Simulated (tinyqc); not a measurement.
From results back to parameters: heavy doping: gap narrowing, degeneracy and the minority density. Three cases, with inputs chosen for the exercise.

Problem. Narrowing at two dopings was computed from hidden E0 and N0, with N0 below Na.

Empirical narrowing (Slotboom form, constants chosen for the exercise; published fits of this form give the apparent narrowing, here it is taken as the true one): dEg = E0 [ln(N/N0) + sqrt(ln(N/N0)^2 + C)].

Case 1.

Values chosen (out of a larger set: gap and densities of states near those of Si at this temperature; narrowing constants near the fits for Si; not measured data): C = 0.5 (smoothing constant); Na = 1.5e+18 1/cm^3; Nb = 4.5e+19 1/cm^3.

dEg(Na) = 32.6493 meV
dEg(Nb) = 79.3570 meV

Case 2.

Values chosen (out of a larger set: gap and densities of states near those of Si at this temperature; narrowing constants near the fits for Si; not measured data): C = 0.5 (smoothing constant); Na = 1.6e+18 1/cm^3; Nb = 4.8e+19 1/cm^3.

dEg(Na) = 36.6539 meV
dEg(Nb) = 89.0906 meV

Case 3.

Values chosen (out of a larger set: gap and densities of states near those of GaAs at this temperature; narrowing constants of the size fitted for Si, not for this material; not measured data): C = 0.5 (smoothing constant); Na = 1.3e+18 1/cm^3; Nb = 3.9e+19 1/cm^3.

dEg(Na) = 48.1966 meV
dEg(Nb) = 117.1461 meV

Find: N0; E0.

Solution. The ratio dEg(Nb)/dEg(Na) depends on N0 alone and rises steadily with it; solve for ln N0 by bisection, then E0 from either value.

Case 1.

N0 = 1.5e+17 1/cm^3
E0 = 6.93 meV

Case 2.

N0 = 1.6e+17 1/cm^3
E0 = 7.78 meV

Case 3.

N0 = 1.3e+17 1/cm^3
E0 = 10.23 meV

Computed by tinyqc, one run a case: `OMP_NUM_THREADS=1 python tinyqc.py N N+1 out.jsonl` with N = 1650019, 1650074, 1650093; one thread of a shared Intel(R) Xeon(R) Processor @ 2.30GHz, about 0.01 s a run at most.
